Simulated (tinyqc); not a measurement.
# Schottky diode by the thermionic emission-diffusion theory: two studies

Metal on an n-type semiconductor with one parabolic valley; V > 0 is forward bias (metal positive). The band bends as a parabola over the depletion layer, by Vd = Vbi - V; no image force. Carriers drift and diffuse up to the interface and leave it with the velocity vR.

Parameters, values chosen for the exercise; band and dielectric values close to those of gallium arsenide:
```
symbol,value,unit,meaning
T,300,K,temperature
me,0.0671,m0,electron mass
eps_r,12.7,,relative permittivity
mun,2400,cm^2/(V s),electron mobility
phi,0.57,eV,barrier height seen from the metal
Nd,2.3e15,cm^-3,donor density
V,0.047,V,bias
```

Constants: q = 1.602176634e-19 C, kB = 1.380649e-23 J/K, h = 6.62607015e-34 J s, m0 = 9.1093837015e-31 kg, Vt = kB T/q, eps0 = 8.8541878128e-14 F/cm where lengths are in cm. Results are converted to the units shown.

Each table varies one quantity; the others keep the values above.

## Effect of the doping

A* = 4 pi q me m0 kB^2/h^3 (times 1e-4 for A/(cm^2 K^2)); Nc = 2 (2 pi me m0 kB T/h^2)^1.5 (times 1e-6 for cm^-3); Vbi = phi - Vt ln(Nc/Nd); vR = A* T^2/(q Nc). LD = sqrt(eps0 eps_r Vt/(q Nd)), a = sqrt((Vbi - V)/Vt), D(a) = exp(-a^2) int_0^a exp(s^2) ds (Dawson), vD = mun Vt/(sqrt(2) LD D(a)). J = q Nc [vR vD/(vR + vD)] exp(-phi/Vt) [exp(V/Vt) - 1].

The same in every row: vR (cm/s) = 1.039e7.

Effect of the doping:
```
Nd (cm^-3)	vD (cm/s)	vD/(vR + vD)	J (A/cm^2)
1.1e14	7.120e6	0.4067	4.047e-4
3.3e14	1.295e7	0.5549	5.521e-4
9.5e14	2.292e7	0.6882	6.848e-4
2.7e15	4.017e7	0.7946	7.906e-4
7.9e15	7.129e7	0.8729	8.685e-4
2.3e16	1.259e8	0.9238	9.192e-4
6.6e16	2.201e8	0.9549	9.502e-4
```

vD rises from 7.12e6 to 2.20e8 cm/s, as Nd^(0.54) at fixed mobility, and J rises from 4.05e-4 to 9.50e-4 A/cm^2, while the pure emission value 9.95e-4 A/cm^2 does not depend on Nd. In 4 of the 7 rows vD exceeds 3e7 cm/s, beyond usual saturation velocities, since the low-field mobility is used at the surface field.

## Effect of the mobility

Same model as above.

The same in every row: vR (cm/s) = 1.039e7.

Result of one run:
```
mun (cm^2/(V s))	vD (cm/s)	vD/(vR + vD)	J (A/cm^2)
210	3.225e6	0.2370	2.358e-4
```

What becomes of these results when the electron mobility mun is changed from 210 to 16 cm^2/(V s), all else the same?

Result of the changed run:
```
mun (cm^2/(V s))	vD (cm/s)	vD/(vR + vD)	J (A/cm^2)
16	2.457e5	0.02312	2.300e-5
```

The whole series:
```
mun (cm^2/(V s))	vD (cm/s)	vD/(vR + vD)	J (A/cm^2)
1.2	1.843e4	0.001772	1.763e-6
4.4	6.758e4	0.006465	6.433e-6
16	2.457e5	0.02312	2.300e-5
57	8.755e5	0.07775	7.736e-5
210	3.225e6	0.2370	2.358e-4
750	1.152e7	0.5259	5.233e-4
2700	4.147e7	0.7997	7.957e-4
9800	1.505e8	0.9355	9.308e-4
```

J rises from 1.76e-6 to 9.31e-4 A/cm^2, as mun^(1.00) between the first two rows and mun^(0.12) between the last two. vD equals vR at mun = 676 cm^2/(V s): below that diffusion limits the current, above it emission. In 2 of the 8 rows vD exceeds 3e7 cm/s, beyond usual saturation velocities, since the low-field mobility is used at the surface field.

Program tinyqc, `OMP_NUM_THREADS=1 python tinyqc.py 2640142 2640143 out.jsonl`; Intel Xeon 2.30GHz, shared host, one thread, about 0.01 s.
